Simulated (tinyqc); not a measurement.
Stoner model of a band ferromagnet: one step. The paramagnetic state and the Stoner criterion.

Density of states per atom and spin: semi-elliptic, D(e) = (8 M/(pi W^2)) sqrt(W^2/4 - e^2). Levels e -/+ I m/2 for up and down spin, m = n_up - n_down, n_up + n_down = nd. At zero temperature e(N) is the energy below which N states lie, and E(m) = sum over spins of integral e D de - I m^2/4.

Parameters, chosen for this exercise: W = 5 eV (band width, e from -W/2 to W/2); M = 5 (states per atom and spin); nd = 8.15 (electrons per atom); I = 1.3 eV (Stoner parameter).

Question. Find EF from nd/2 states per spin, D(EF) and the product I D(EF); below 1 the susceptibility is enhanced by 1/(1 - I D).

Give: EF; D(EF); I D(EF).

Answer.

EF = 1.2979 eV
D(EF) = 1.0882 1/eV
I D(EF) = 1.4147

The paramagnet is unstable.

(tinyqc, `OMP_NUM_THREADS=1 python tinyqc.py 1682678 1682679 out.jsonl`, Intel(R) Xeon(R) Processor @ 2.30GHz, 1 thread, shared host, about 0.3 s.)
